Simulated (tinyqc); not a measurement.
## Mobility and doping from two currents

Problem. A trap-free film with injecting contacts is fitted, with diffusion neglected, by J = q mu N V/Lf + (9/8) eps0 eps_r mu V^2/Lf^3. Find mu, N and the voltage at which both terms are equal.

Values chosen for this exercise: relative permittivity eps_r = 14.1; film thickness Lf = 770 nm.

Constants: q = 1.602176634e-19 C, eps0 = 8.8541878128e-14 F/cm where lengths are in cm. Results are converted to the units shown.

J at 2.5 and 17 V (A/cm^2): 286.61185  4451.4892

Answer. J/V is a straight line in V: the slope gives mu and the intercept mu N.

mu = 3.30 cm^2/(V s)
N = 1.30e16 cm^-3
crossover voltage = 8.79 V

Numbers from tinyqc (`OMP_NUM_THREADS=1 python tinyqc.py 2730102 2730103 out.jsonl`; about 5 s on one thread of a shared Intel Xeon 2.30GHz).
